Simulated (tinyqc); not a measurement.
Straight dislocations in isotropic elasticity: fields, energies, partials, Peierls stress and walls: one step, computed by the program tinyqc. Command: `OMP_NUM_THREADS=1 python tinyqc.py 3001771 3001772 out.jsonl disloc walk`. One thread of a shared host (Intel(R) Xeon(R) Processor @ 2.30GHz), about 0.01 s of CPU time with the checks.

The line runs along z, the glide plane is y = 0, and beta is the angle between b and the line (0 screw, 90 degrees edge): b_e = b sin(beta) along +x with the extra half plane at y > 0, b_s = b cos(beta). Stress is positive in tension.

Task: Peierls-Nabarro core of the undissociated dislocation. Energy factor K = G [cos^2(beta) + sin^2(beta)/(1 - nu)]. Misfit energy gamma(u) = (gamma_us/2)(1 - cos(2 pi u/b)), so the largest restoring stress is tau_max = pi gamma_us/b; u(x) = b/2 + (b/pi) arctan(x/zeta), zeta = K b/(4 pi tau_max). Summing the misfit energy over atomic rows a' apart gives, for a wide core, W_P = (K b^2/pi) exp(-2 pi zeta/a') and sigma_P = (K b/a') exp(-2 pi zeta/a'); a' = b/2 for edge and 30-degree lines, b sqrt(3)/2 for screw and 60-degree lines.

Inputs (values chosen for the exercise, modelled on gold): Burgers vector b = 2.884 angstrom; unstable fault energy gamma_us = 230 mJ/m^2.

Character: 60-degree.

energy factor K = 42.96272 GPa

Constants: 1 eV/angstrom^3 = 160.2176634 GPa.

Give: tau_max; half width zeta; row spacing a'; Peierls barrier W_P; Peierls stress sigma_P.

Result:

tau_max = 2.505 GPa

half width zeta = 3.935 angstrom

row spacing a' = 2.498 angstrom

Peierls barrier W_P = 0.3561 meV/nm

Peierls stress sigma_P = 2.488 MPa
